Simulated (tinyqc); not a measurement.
p-n heterojunction, non-linear Poisson equation by Newton steps, Fermi-Dirac statistics: two steps of the calculation.

One dimension, material 1 (p-type) at x < 0 and material 2 (n-type) at x > 0. Band edges: Ec = -psi in material 1 and -psi + dEc in material 2, Ev = Ec - Eg. Flat quasi-Fermi levels: 0 for holes, +V for electrons. n = Nc F((EFn - Ec)/Vt), p = Nv F((Ev - EFp)/Vt), with F(eta) = F_1/2(eta) = (2/sqrt(pi)) int_0^infinity sqrt(u) du/(1 + exp(u - eta)) (Fermi-Dirac statistics); full ionisation, no interface charge, classical densities; the doping types are chosen for the exercise.

Parameters, values chosen for the exercise; band and dielectric values those of a made-up pair: temperature T = 350 K; band gap of material 1 Eg1 = 0.795 eV; conduction-band density of states of material 1 Nc1 = 3.16e17 cm^-3; valence-band density of states of material 1 Nv1 = 1.16e19 cm^-3; band gap of material 2 Eg2 = 1.45 eV; conduction-band density of states of material 2 Nc2 = 8e17 cm^-3; valence-band density of states of material 2 Nv2 = 1.56e19 cm^-3; conduction-band offset Ec2 - Ec1 dEc = 0.26 eV; acceptor density of material 1 N1 = 3.3e17 cm^-3; donor density of material 2 N2 = 1.9e16 cm^-3; bias of side 1 against side 2 V = -0.6 V.

Constants: q = 1.602176634e-19 C, kB = 1.380649e-23 J/K, Vt = kB T/q. Results are converted to the units shown.

Task 1. Densities, residual and Jacobian diagonal. n_i = Nc F(a_n), a_n = (V - Ec_i)/Vt; p_i = Nv F(a_p), a_p = (Ec_i - Eg)/Vt; rho_i = p_i - n_i + C_i with C = -N1 or +N2; g_i = (Nc F'(a_n) + Nv F'(a_p))/Vt with F' = F_-1/2(eta) = (1/sqrt(pi)) int_0^infinity u^(-1/2) du/(1 + exp(u - eta)). Box widths w_i = (h_(i-1) + h_i)/2 in cm. Residual F_i = a_i (psi_(i+1) - psi_i) - a_(i-1) (psi_i - psi_(i-1)) + q rho_i w_i; Jacobian: a_(i-1) and a_i beside the diagonal, b_i = -a_(i-1) - a_i - q g_i w_i on it. The two end nodes are fixed.

```
node  x (nm)  psi at the start (V)  material
0      -94.8           -0.68794128         1
1        -63           -0.49801025         1
2      -38.6           -0.34333268         1
3      -19.8           -0.17637581         1
4       -5.5           -0.02903032         1
5        5.5            0.08853610         2
6       33.1            0.35803268         2
7        103            0.68405158         2
8        277            0.74707909         2
9        714            0.74744707         2
```

coupling a_i, interval 0 to 8 (F/cm^2): 4.3157205e-7  5.6245865e-7  7.2999953e-7  9.5971966e-7  1.1381938e-6  4.1704508e-7  1.6467016e-7  6.6151978e-8  2.6339689e-8
psi_L = -0.68794128 V
psi_R = 0.74744707 V

Find: n; p; residual F; diagonal b.

Result 1.

```
node  n (cm^-3)  p (cm^-3)
0       0.08998   3.300e17
1         48.87   6.137e14
2          8247   3.637e12
3       2.091e6   1.434e10
4       2.767e8    1.084e8
5       6.230e6      6.068
6      4.732e10   7.988e-4
7      2.339e15   1.614e-8
8      1.877e16   1.997e-9
9      1.900e16   1.973e-9
```

```
node  residual F (1e-7 C/cm^2)  diagonal b (F/cm^2)
1                       -1.433            -1.003e-6
2                       -0.793            -1.292e-6
3                       -0.680            -1.690e-6
4                       -0.745            -2.098e-6
5                       -0.155            -1.555e-6
6                       -0.439            -5.817e-7
7                       -0.170            -3.822e-7
8                       -0.030            -3.114e-6
```

Task 2. Newton step. Solve the tridiagonal system a_(i-1) d_(i-1) + b_i d_i + a_i d_(i+1) = -F_i for nodes 1 to 8, with d = 0 on fixed nodes. Each component d is damped to sign(d) Vt ln(1 + |d|/Vt) before it is added.

coupling a_i, interval 0 to 8 (F/cm^2): 4.3157205e-7  5.6245865e-7  7.2999953e-7  9.5971966e-7  1.1381938e-6  4.1704508e-7  1.6467016e-7  6.6151978e-8  2.6339689e-8

```
node  diagonal b (F/cm^2)  residual F (C/cm^2)
1           -1.2294499e-6        -1.0017226e-7
2           -1.2939875e-6        -7.5991979e-8
3           -1.6897244e-6        -6.6156047e-8
4           -2.0979135e-6        -7.2714196e-8
5           -1.5552389e-6        -1.5096517e-8
6           -5.8171527e-7        -4.1603179e-8
7           -2.3910808e-7        -1.1087572e-8
8           -2.2606263e-6         1.8196268e-8
```

psi after iteration 1, node 0 to 9 (V): -0.68794128  -0.59595136  -0.45195137  -0.28871964  -0.14231672  -0.02399379  0.24864515  0.59636686  0.73692965  0.74744707

Find: Newton step d, before damping; psi after iteration 2.

Result 2.

Newton step d, before damping, node 1 to 8 (V): -0.480  -0.872  -1.071  -1.154  -1.160  -1.140  -0.836  -0.016
psi after iteration 2, node 0 to 9 (V): -0.6879  -0.6813  -0.5544  -0.3972  -0.2530  -0.1348  0.1383  0.4951  0.7238  0.7474

Computed by the program tinyqc: `OMP_NUM_THREADS=1 python tinyqc.py 2040079 2040080 out.jsonl`, one thread of a shared Intel Xeon 2.30GHz, about 0.2 s for the whole run.
